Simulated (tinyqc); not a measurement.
Jacobi rotations on a symmetric matrix, step by step. Computed by tinyqc, a small Python program that keeps every step. Settings: method = jacobi. Command: `OMP_NUM_THREADS=1 python tinyqc.py 25910 25911 out.jsonl` (the two numbers bound the seeds that draw the settings). One thread of a shared host (Intel(R) Xeon(R) Processor @ 2.60GHz), about 0.01 s of CPU time with the checks.

## Jacobi rotation 1

A:
```
           1          2          3          4          5
1   0.257000  -0.424000  -0.473000  -0.050000  -0.354000
2  -0.424000   0.677000   0.558000  -0.984000   1.205000
3  -0.473000   0.558000   2.179000   0.672000   0.844000
4  -0.050000  -0.984000   0.672000   2.281000   0.579000
5  -0.354000   1.205000   0.844000   0.579000   4.532000
```

Take the largest off-diagonal element A_pq; tan 2 theta = 2 A_pq / (A_qq - A_pp) with |theta| <= pi/4; A' = J^T A J with J_pp = J_qq = cos, J_pq = sin, J_qp = -sin.

p, q, theta (rad): 2.000000  5.000000  0.279358

A':
```
           1          2          3          4          5
1   0.257000  -0.309951  -0.473000  -0.050000  -0.457190
2  -0.309951   0.331335   0.303645  -1.105506   0.000000
3  -0.473000   0.303645   2.179000   0.672000   0.965142
4  -0.050000  -1.105506   0.672000   2.281000   0.285227
5  -0.457190   0.000000   0.965142   0.285227   4.877665
```

## Jacobi rotation 2

As before.

p, q, theta (rad): 2.000000  4.000000  -0.424065

A':
```
           1          2          3         4          5
1   0.257000  -0.303070  -0.473000  0.081964  -0.457190
2  -0.303070  -0.167753   0.553256  0.000000   0.117362
3  -0.473000   0.553256   2.179000  0.487537   0.965142
4   0.081964   0.000000   0.487537  2.780088   0.259963
5  -0.457190   0.117362   0.965142  0.259963   4.877665
```

## Jacobi rotation 3

As before.

p, q, theta (rad): 3.000000  5.000000  0.310452

A':
```
           1          2          3         4          5
1   0.257000  -0.303070  -0.310722  0.081964  -0.579830
2  -0.303070  -0.167753   0.490955  0.000000   0.280765
3  -0.310722   0.490955   1.869357  0.384815   0.000000
4   0.081964   0.000000   0.384815  2.780088   0.396472
5  -0.579830   0.280765   0.000000  0.396472   5.187308
```

## All rotations

The off-diagonal norm falls at every rotation.

Rotations:

| step | p | q | theta | off-diagonal norm |
|---|---|---|---|---|
| 1 | 2 | 5 | 0.279358 | 2.57e+00 |
| 2 | 2 | 4 | -0.424065 | 2.04e+00 |
| 3 | 3 | 5 | 0.310452 | 1.52e+00 |
| 4 | 1 | 5 | -0.115506 | 1.28e+00 |
| 5 | 2 | 3 | 0.224577 | 1.08e+00 |
| 6 | 4 | 5 | 0.150612 | 9.29e-01 |
| 7 | 1 | 3 | -0.191398 | 7.76e-01 |
| 8 | 3 | 4 | 0.384831 | 6.26e-01 |
| 9 | 2 | 5 | 0.050205 | 4.83e-01 |
| 10 | 1 | 2 | 0.373863 | 3.99e-01 |
| 11 | 1 | 4 | 0.076346 | 2.75e-01 |
| ... | ... | ... | ... | ... |
| 20 | 1 | 2 | -0.009311 | 2.73e-03 |
| 21 | 3 | 5 | -0.000436 | 1.74e-03 |
| 22 | 1 | 4 | -0.000450 | 3.14e-04 |
| 23 | 4 | 5 | -0.000068 | 2.07e-04 |
| 24 | 2 | 3 | -0.000049 | 1.32e-04 |
| 25 | 1 | 3 | 0.000053 | 2.67e-05 |
| 26 | 1 | 5 | 2.66e-06 | 1.84e-05 |
| 27 | 2 | 4 | 4.01e-06 | 1.99e-07 |
| 28 | 3 | 4 | -1.21e-07 | 1.15e-07 |
| 29 | 2 | 5 | -1.41e-08 | 1.47e-08 |
| 30 | 1 | 2 | -1.90e-08 | 1.68e-09 |

eigenvalues: -0.370669  0.174135  1.919532  2.868271  5.334731
